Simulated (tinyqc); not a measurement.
Threshold-voltage variability of a planar MOSFET, analytic estimates: one step of the calculation.

Three independent sources add in quadrature: random dopants in the depleted layer, metal-gate grains of two orientations, and roughness of the two gate edges acting through the roll-off VT = VT(long) - Vr exp(-L/l). These are first-order estimates: no three-dimensional electrostatics, no percolation.

Question. Margin in standard deviations for the wanted yield. Cells fail independently with probability Q(k) = erfc(k/sqrt(2))/2 when the margin is k standard deviations, and Y = exp(-Nb Q(k)). phi = exp(-k^2/2)/sqrt(2 pi). Newton steps on ln Q(k) = ln(-ln(Y)/Nb): k(new) = k + [ln Q - ln(-ln(Y)/Nb)] Q/phi.

Values chosen for this exercise:
- Nb = 33554432 (number of cells)
- Y = 0.89 (wanted yield)

k after iteration 1 = 6.9202377

Wanted: Q(k); phi; k after iteration 2.

Answer.

Q(k) = 2.2544e-12
phi = 1.5915e-11
k after iteration 2 = 5.8805

tinyqc, about 0.01 s, one thread, Intel Xeon 2.30GHz (shared host): `OMP_NUM_THREADS=1 python tinyqc.py 2090162 2090163 out.jsonl`
